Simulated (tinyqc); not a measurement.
From results back to parameters: periodic multilayer mirror for extreme ultraviolet light. Five cases, with inputs chosen for the exercise.

Problem. With a mean index 1 - dm the Bragg wavelength is lam_B = 2 L sqrt((1 - dm)^2 - sin^2 theta). It is given at 0 degrees and at th2; L and dm are hidden. Then the absorber share is Gm = (dm - delta_S)/(delta_A - delta_S), with the first entries of dS and dA; L is the period.

Case 1.

Values chosen (out of a larger set: optical constants near those of Mo and Si at 13.5 nm; not measured data): th2 = 15 degrees (second angle); dA = (0.0741, 0.00657) (delta and beta of the absorber, N = 1 - delta + i beta); dS = (0.0009, 0.00177) (delta and beta of the spacer and the substrate).

lam_B at 0 = 13.573120 nm
lam_B at th2 = 13.074769 nm

Case 2.

Values chosen (out of a larger set: optical constants near those of Mo and Si at 13.5 nm; not measured data): th2 = 15 degrees (second angle); dA = (0.0783, 0.00651) (delta and beta of the absorber, N = 1 - delta + i beta); dS = (0.0011, 0.00174) (delta and beta of the spacer and the substrate).

lam_B at 0 = 13.503672 nm
lam_B at th2 = 13.005557 nm

Case 3.

Values chosen (out of a larger set: optical constants near those of Mo and Si at 13.5 nm; not measured data): th2 = 10 degrees (second angle); dA = (0.0771, 0.00671) (delta and beta of the absorber, N = 1 - delta + i beta); dS = (0.0011, 0.00169) (delta and beta of the spacer and the substrate).

lam_B at 0 = 13.528746 nm
lam_B at th2 = 13.312943 nm

Case 4.

Values chosen (out of a larger set: optical constants near those of Mo and Si at 13.5 nm; not measured data): th2 = 10 degrees (second angle); dA = (0.0742, 0.00685) (delta and beta of the absorber, N = 1 - delta + i beta); dS = (0.001, 0.00192) (delta and beta of the spacer and the substrate).

lam_B at 0 = 13.478736 nm
lam_B at th2 = 13.260224 nm

Case 5.

Values chosen (out of a larger set: optical constants near those of Mo and Si at 13.5 nm; not measured data): th2 = 20 degrees (second angle); dA = (0.0774, 0.00624) (delta and beta of the absorber, N = 1 - delta + i beta); dS = (0.0009, 0.00187) (delta and beta of the spacer and the substrate).

lam_B at 0 = 13.589088 nm
lam_B at th2 = 12.702005 nm

Find: L; dm; Gm.

Solution. The difference of the squares is 4 L^2 sin^2(th2); then 1 - dm = lam_B(0)/(2 L).

Case 1.

L = 7.040 nm
dm = 0.0360
Gm = 0.48

Case 2.

L = 7.020 nm
dm = 0.0382
Gm = 0.48

Case 3.

L = 6.930 nm
dm = 0.0239
Gm = 0.30

Case 4.

L = 6.960 nm
dm = 0.0317
Gm = 0.42

Case 5.

L = 7.060 nm
dm = 0.0376
Gm = 0.48

Computed by tinyqc, one run a case: `OMP_NUM_THREADS=1 python tinyqc.py N N+1 out.jsonl` with N = 1680852, 1680854, 1680914, 1680923, 1680995; one thread of a shared Intel(R) Xeon(R) Processor @ 2.30GHz, about 0.01 s a run at most.
